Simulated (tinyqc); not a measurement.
Sp3 tight binding, zinc-blende lattice, step by step. One step of it, computed by the program tinyqc.

Question. Levels at G. Diagonalise the Hermitian matrix.

H(k) at G (eV), order a s, a px, a py, a pz, c s, c px, c py, c pz:
```
[[-15.110000, 0.000000, 0.000000, 0.000000, -5.941330, 0.000000, 0.000000, 0.000000],
 [0.000000, -7.970000, 0.000000, 0.000000, 0.000000, 1.782399, 0.000000, 0.000000],
 [0.000000, 0.000000, -7.970000, 0.000000, 0.000000, 0.000000, 1.782399, 0.000000],
 [0.000000, 0.000000, 0.000000, -7.970000, 0.000000, 0.000000, 0.000000, 1.782399],
 [-5.941330, 0.000000, 0.000000, 0.000000, -13.110000, 0.000000, 0.000000, 0.000000],
 [0.000000, 1.782399, 0.000000, 0.000000, 0.000000, -6.930000, 0.000000, 0.000000],
 [0.000000, 0.000000, 1.782399, 0.000000, 0.000000, 0.000000, -6.930000, 0.000000],
 [0.000000, 0.000000, 0.000000, 1.782399, 0.000000, 0.000000, 0.000000, -6.930000]]
```

Give: eigenvalues.

Answer.

eigenvalues (eV): [-20.1349, -9.3067, -9.3067, -9.3067, -8.0851, -5.5933, -5.5933, -5.5933]
